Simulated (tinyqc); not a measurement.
Trap density from two Hall measurements.

Inverse problem. p-type body, charge-sheet picture, full ionisation (an idealisation for deep acceptors), Boltzmann statistics for free electrons. e = Ec - EF at the surface. psi = Eg - Vt ln(Nv/Na) - e; N_dep = sqrt(2 eps0 eps_r Na (psi - Vt)/q); n_f = sqrt(N_dep^2 + 2 eps0 eps_r Vt Nc exp(-e/Vt)/q) - N_dep; Vg = Vfb + psi + q (N_dep + n_t + n_f)/Cox, Cox = eps0 eox/tox. Find e and n_t at both points and the mean trap density between them.

Parameters, values chosen for the exercise; band and dielectric values close to those of gallium nitride:

| symbol | value | unit | meaning |
|---|---|---|---|
| T | 300 | K | temperature |
| Eg | 3.4 | eV | band gap |
| eps_r | 9.5 |  | relative permittivity |
| Nc | 2.28e18 | cm^-3 | conduction-band density of states at T |
| Nv | 4.57e19 | cm^-3 | valence-band density of states at T |
| eox | 3.9 |  | relative permittivity of the insulator |
| tox | 58 | nm | insulator thickness |
| Na | 5.4e15 | cm^-3 | acceptor density |
| Vfb | -2.11 | V | flat-band voltage without trapped charge |

Constants: q = 1.602176634e-19 C, kB = 1.380649e-23 J/K, Vt = kB T/q, eps0 = 8.8541878128e-14 F/cm where lengths are in cm. Results are converted to the units shown.

Vg (V): [2.7253621, 3.1829462]
free sheet density from the Hall effect (cm^-2): [1.0906090e9, 1.0869363e10]

Answer. Each n_f fixes e; what the gate voltage holds beyond psi, N_dep and n_f is trapped; the difference quotient is the density, smeared over a few Vt.

e (eV): [0.1690, 0.1090]
n_t (cm^-2): [2.715e11, 4.053e11]
mean trap density = 2.231e12 cm^-2 eV^-1

Computed by the program tinyqc: `OMP_NUM_THREADS=1 python tinyqc.py 2222156 2222157 out.jsonl`, one thread of a shared Intel Xeon 2.30GHz, about 0.02 s for the whole run.
